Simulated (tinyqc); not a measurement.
Surface potential of a MOS transistor: implicit equation and explicit approximations: two steps of the calculation.

p-type body, charge-sheet picture, depletion and inversion only, full ionisation (an idealisation for deep acceptors), Boltzmann statistics (rough once Na exp(x - xn) passes about Nc/7). In units of Vt: xg = (Vg - Vfb)/Vt, x = psi/Vt, G = gamma/sqrt(Vt), xn = (2 phiF + Vc)/Vt. The implicit equation is (xg - x)^2 = G^2 [x - 1 + exp(x - xn)] for x above about 3. Cox = eps0 eox/tox.

Inputs (values chosen for the exercise); band and dielectric values close to those of silicon:

| symbol | value | unit | meaning |
|---|---|---|---|
| T | 300 | K | temperature |
| Eg | 1.11 | eV | band gap |
| eps_r | 11.5 |  | relative permittivity |
| Nc | 2.75e19 | cm^-3 | conduction-band density of states at T |
| Nv | 2.67e19 | cm^-3 | valence-band density of states at T |
| eox | 7.54 |  | relative permittivity of the gate insulator (close to silicon nitride) |
| tox | 18 | nm | insulator thickness |
| Na | 1e16 | cm^-3 | acceptor density |
| Vfb | -0.85 | V | flat-band voltage |
| Vc | 1 | V | channel-body voltage |
| Vg | 1.67 | V | gate-body voltage |

Constants: q = 1.602176634e-19 C, kB = 1.380649e-23 J/K, Vt = kB T/q, eps0 = 8.8541878128e-14 F/cm where lengths are in cm. Results are converted to the units shown.

Question 1. Scales. ni = sqrt(Nc Nv) exp(-Eg/(2 Vt)), Eg in volts; phiF = Vt ln(Na/ni); gamma = sqrt(2 q eps0 eps_r Na)/Cox; VT = Vfb + Vt (xn + G sqrt(xn - 1)).

Wanted: phiF; gamma; G; xn; VT; xg.

Answer 1.

phiF = 0.35065 V
gamma = 0.15401 V^0.5
G = 0.95785
xn = 65.809
VT = 1.0506 V
xg = 97.478

Question 2. Explicit approximation. Depletion value a = 1 + [sqrt(G^2/4 + xg - 1) - G/2]^2; inversion value b = xn + ln[(xg - xn)^2/G^2 - xn + 1] and first guess y = min(a, b) - ln(1 + exp(-|a - b|)) if a > xn + 1, else b = y = a; one second-order correction with D = exp(y - xn), p = 2 (xg - y) + G^2 (1 + D), w = (xg - y)^2 - G^2 (y - 1 + D): z = y + 2 w/(p + sqrt(p^2 - 2 (2 - G^2 D) w)), or the Newton step z = y + w/p where the root is not real.

G = 0.95785294
xn = 65.809254
xg = 97.477952

Wanted: a; b; y; p; w; z.

Answer 2.

a = 88.52
b = 72.74
y = 72.74
p = 993.8
w = -397.5
z = 72.21

The root of the implicit equation is x = 72.2435; y misses it by 0.50 and z by -0.035, in units of Vt.

tinyqc, about 0.01 s, one thread, Intel Xeon 2.30GHz (shared host): `OMP_NUM_THREADS=1 python tinyqc.py 2122189 2122190 out.jsonl`
